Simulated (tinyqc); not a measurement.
Strain, valley repopulation and piezoresistance in a many-valley conduction band: one step, computed by the program tinyqc. Command: `OMP_NUM_THREADS=1 python tinyqc.py 3026965 3026966 out.jsonl valleys walk`. One thread of a shared host (Intel(R) Xeon(R) Processor @ 2.30GHz), about 0.01 s of CPU time with the checks.

Valleys are ellipsoids with mass m_l along the axis a and m_t across it, parabolic, with one constant relaxation time; strain shifts the valleys and leaves the masses alone. Currents are taken along [110], along the load, and along [001], across the load.

Problem. Mobility tensor and resistance change. Mobility tensor mu = e tau sum_v (n_v/n) [1/m_t + (1/m_l - 1/m_t) a a^T]; unstrained mu_0 = e tau (1/m_l + 2/m_t)/3; resistivity along d from the inverse tensor, rho_d = d.mu^-1.d/(n e), mobility along d = 1/(d.mu^-1.d); gauge pi_d = (rho_d/rho_0 - 1)/X.

Inputs (values chosen for the exercise, modelled on silicon):
```
quantity               value  unit
longitudinal mass m_l  0.926   m_0
transverse mass m_t    0.192   m_0
relaxation time tau       57    fs
temperature T            300     K
```

Valley axes: <100> (6 valleys in 3 pairs). Load: uniaxial [110].

share of the electrons (per pair): x 0.3671417, y 0.3671417, z 0.2657166

Constants: e = 1.602176634e-19 C; m_0 = 9.1093837015e-31 kg.

Give: mobility tensor; unstrained mobility mu_0; mobility along the first direction; mobility along the second direction; resistance change along the first direction; resistance change along the second direction.

Solution.

mobility tensor (cm^2/(V s)):
```
       x      y      z
x  370.2    0.0    0.0
y    0.0  370.2    0.0
z    0.0    0.0  412.2
```

unstrained mobility mu_0 = 384.2 cm^2/(V s)

mobility along the first direction = 370.2 cm^2/(V s)

mobility along the second direction = 412.2 cm^2/(V s)

resistance change along the first direction = 3.780 %

resistance change along the second direction = -6.790 %

The mobility lies between e tau/m_l = 108 and e tau/m_t = 522; the trace stays at 3 mu_0. Along the first direction the filled valleys present more of their heavy mass.
